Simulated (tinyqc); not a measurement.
# Potential step from the flux

Inverse problem. On one interval J = (q mu Vt/hx) [nb B(d) - na B(-d)], B(d) = d/(exp(d) - 1), d = (psi_b - psi_a)/Vt. Find psi_b - psi_a, and the step at which J would vanish.

Parameters, values chosen for the exercise:
- T = 250 K (temperature)
- mu = 248 cm^2/(V s) (electron mobility)
- na = 3.2e15 cm^-3 (density at the left node)
- nb = 1.3e13 cm^-3 (density at the right node)
- hx = 35 nm (node spacing)

Constants: q = 1.602176634e-19 C, kB = 1.380649e-23 J/K, Vt = kB T/q. Results are converted to the units shown.

J = -2547.1533 A/cm^2

Solution. B(d) falls and B(-d) rises with d, so J falls steadily with the step and one value matches. J = 0 needs nb/na = exp(d), the Boltzmann ratio.

psi_b - psi_a = 0.0670 V
step for J = 0 = -0.119 V

tinyqc, about 0.01 s, one thread, Intel Xeon 2.30GHz (shared host): `OMP_NUM_THREADS=1 python tinyqc.py 2220135 2220136 out.jsonl`
